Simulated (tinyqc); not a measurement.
# Changing the tracer diffusivity D*_B(0)

Model: interdiffusion in a binary couple: Darken equations, Kirkendall shift and Boltzmann-Matano analysis. Computed by tinyqc, a small Python program. Command: `OMP_NUM_THREADS=1 python tinyqc.py 3001694 3001695 out.jsonl darken sweep`. One thread of a shared host (Intel(R) Xeon(R) Processor @ 2.30GHz), about 0.1 s of CPU time with the checks.

x is the mole fraction of B; the molar volume is constant, and the two halves are long enough to count as infinite.

Inputs (values chosen for the exercise, for a model alloy A-B):

| quantity | value | unit |
|---|---|---|
| tracer diffusivity D*_A(0) | 4.9e-14 | m^2/s |
| slope k of ln D* with x | 0.34 | - |
| regular-solution parameter W | 0.037 | eV |
| temperature T | 1040 | K |
| left composition x_L | 0.35 | - |
| right composition x_R | 0.88 | - |
| time t | 50000 | s |
| composition x for the local step | 0.43 | - |

Vacancy-wind correction: Manning, fcc.

Constants: k_B = 8.617333262e-05 eV/K.

Method:
- D*_i(x) = D*_i(0) exp(k x); thermodynamic factor Phi = 1 - 2 W x (1 - x)/(k_B T); with f0 = 0.7815, M0 = 2 f0/(1 - f0), den = M0 ((1 - x) D*_A + x D*_B): D_A = D*_A Phi [1 + 2 (1 - x)(D*_A - D*_B)/den], D_B = D*_B Phi [1 - 2 x (D*_A - D*_B)/den]; interdiffusion D~ = x D_A + (1 - x) D_B.
- With lambda = z/sqrt(t), the profile solves d/dlambda (D~ dx/dlambda) + (lambda/2) dx/dlambda = 0 with x = x_L and x_R far to the left and right; z = 0 is the original interface. It is solved as a boundary-value problem in y = lambda/sqrt(D~ at the mean composition) on -12 < y < 12 (collocation, tolerance 1e-8).
- Lattice planes move with v = (D_B - D_A) dx/dz; markers from the original interface stay at one composition, where z_K = 2 t v.

One run for each value:

| tracer diffusivity D*_B(0) (m^2/s) | marker position z_K (um) | composition at the markers | interdiffusion coefficient D~ at the local x (m^2/s) |
|---|---|---|---|
| 6.10e-15 | -19.12 | 0.5714 | 2.647e-14 |
| 1.00e-14 | -17.28 | 0.5759 | 2.770e-14 |
| 1.70e-14 | -13.94 | 0.5850 | 3.024e-14 |
| 2.90e-14 | -8.38 | 0.6008 | 3.534e-14 |
| 4.90e-14 | 0.00 | 0.6224 | 4.524e-14 |
| 8.20e-14 | 11.36 | 0.6457 | 6.369e-14 |
| 1.40e-13 | 26.56 | 0.6675 | 9.907e-14 |
| 2.30e-13 | 44.09 | 0.6835 | 1.568e-13 |
| 3.90e-13 | 67.07 | 0.6960 | 2.623e-13 |

Over the rows, marker position z_K (um) rises from -19.1 to 67.1; composition at the markers rises from 0.571 to 0.696 (exponent d ln y / d ln x 0.016 between the first rows and 0.034 between the last); interdiffusion coefficient D~ at the local x (m^2/s) rises from 2.65e-14 to 2.62e-13 (exponent d ln y / d ln x 0.092 between the first rows and 0.97 between the last). The shift vanishes where D*_B = D*_A = 4.9e-14 m^2/s and changes sign there.
